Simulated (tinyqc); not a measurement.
n-type polysilicon, carrier trapping at grain boundaries: two steps of the calculation.

One-dimensional grains of size Lg, uniform ionised doping N, monovalent traps Qt at each boundary at a depth Et below (for electrons) or above (for holes) the band edge there, abrupt depletion of width W on each side of a boundary, Boltzmann statistics. xi is the distance from the band edge at the grain centre to the Fermi level. Trapped charge Qt/(1 + exp((xi + VB - Et)/Vt)) = 2 N W, barrier VB = q N W^2/(2 eps0 eps_r).

Values chosen for this exercise; values of the order met in polycrystalline silicon: temperature T = 300 K; relative permittivity eps_r = 11.7; conduction-band density of states at T NB = 2.8e19 cm^-3; grain size Lg = 50 nm; trap density of a grain boundary Qt = 3.8e12 cm^-2; depth of the trap level from the majority band edge at the boundary Et = 0.48 eV; mass for thermionic emission ms = 0.57 m0; correction factor of the emission rate fe = 1; mobility inside the grains mug = 110 cm^2/(V s); doping N = 3.5e18 cm^-3.

Constants: q = 1.602176634e-19 C, kB = 1.380649e-23 J/K, m0 = 9.1093837015e-31 kg, Vt = kB T/q, eps0 = 8.8541878128e-14 F/cm where lengths are in cm. Results are converted to the units shown.

Problem 1. New W. Partly depleted grain, xi = Vt ln(NB/N): f = 1/(1 + exp((xi + VB - Et)/Vt)), g = Qt f - 2 N W, g' = -2 Qt f (1 - f) VB/(W Vt) - 2 N, W(new) = W - g/g'.

W at the start = 3.3 nm

Wanted: VB; f; g; g'; W after iteration 1.

Solution 1.

VB = 0.02947 V
f = 1.000
g = 1.490e12 cm^-2
g' = -7.000e11 cm^-2/nm
W after iteration 1 = 5.429 nm

Problem 2. Resistivity and effective mobility. n0 = NB exp(-xi/Vt); mean density n0 (1 - 2 W/Lg) by charge balance in a partly depleted grain, and n0 (sqrt(pi)/2) erf(u)/u with u = sqrt(VB/Vt) in a fully depleted one; v = sqrt(kB T/(2 pi ms m0)); barrier resistivity Vt exp(VB/Vt)/(q fe n0 v Lg); grain resistivity (1 - 2 W/Lg)/(q n0 mug); effective mobility 1/(q mean density total resistivity).

W = 5.4285632 nm
xi = 0.053757722 V
VB = 0.079759726 V

Find: n0; mean density; v; barrier resistivity; grain resistivity; resistivity; effective mobility.

Solution 2.

n0 = 3.5000e18 cm^-3
mean density = 2.7400e18 cm^-3
v = 3.5631e6 cm/s
barrier resistivity = 0.056600 ohm cm
grain resistivity = 0.012691 ohm cm
resistivity = 0.069292 ohm cm
effective mobility = 32.874 cm^2/(V s)

The resistivity is 4.27 times that of a single crystal with the same N and mobility mug, and the mean density is 78.3 % of N.

Program tinyqc, `OMP_NUM_THREADS=1 python tinyqc.py 2830175 2830176 out.jsonl`; Intel Xeon 2.30GHz, shared host, one thread, about 0.01 s.
